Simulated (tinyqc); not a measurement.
Parabolic quantum dot in a magnetic field (Fock-Darwin): one step. Singlet and triplet of two electrons. Two cases, with inputs chosen for the exercise.

Problem. Give J0, the triplet less the singlet, and J0/W.

Two electrons, first order in the Coulomb energy: the singlet (0,0)^2 has 2W + J0 and the lowest triplet (0,0)(0,1) has 3W - wc/2 + J0/2 - Ez, with J0 = sqrt(pi/2) q/(eps lam), q = e^2/(4 pi eps0), Ez = |gs| muB B.

Constants: e^2/(4 pi eps0) = 14.39964547 eV angstrom.

Case 1.

Values chosen (out of a larger set: near those of a gate-defined dot in InAs; not measured data): eps = 15.2 (dielectric constant).

hbar W = 5.117494 meV
hbar wc = 5.847649 meV
Zeeman energy = 0.729035 meV
lam = 225.431 angstrom

Case 2.

Values chosen (out of a larger set: near those of a gate-defined dot in GaAs; not measured data): eps = 12.9 (dielectric constant).

hbar W = 5.992915 meV
hbar wc = 5.198090 meV
Zeeman energy = 0.075133 meV
lam = 139.115 angstrom

Give: J0; E(T) - E(S); J0/W.

Solution.

Case 1.

J0 = 5.267 meV
E(T) - E(S) = -1.169 meV
J0/W = 1.03

Case 2.

J0 = 10.057 meV
E(T) - E(S) = -1.710 meV
J0/W = 1.68

The triplet is lower at this order. J0 exceeds W, so first order overstates the interaction and the result is only a guide.

Computed by tinyqc, one run a case: `OMP_NUM_THREADS=1 python tinyqc.py N N+1 out.jsonl` with N = 1250981, 1251079; one thread of a shared Intel(R) Xeon(R) Processor @ 2.30GHz, about 0.05 s a run at most.
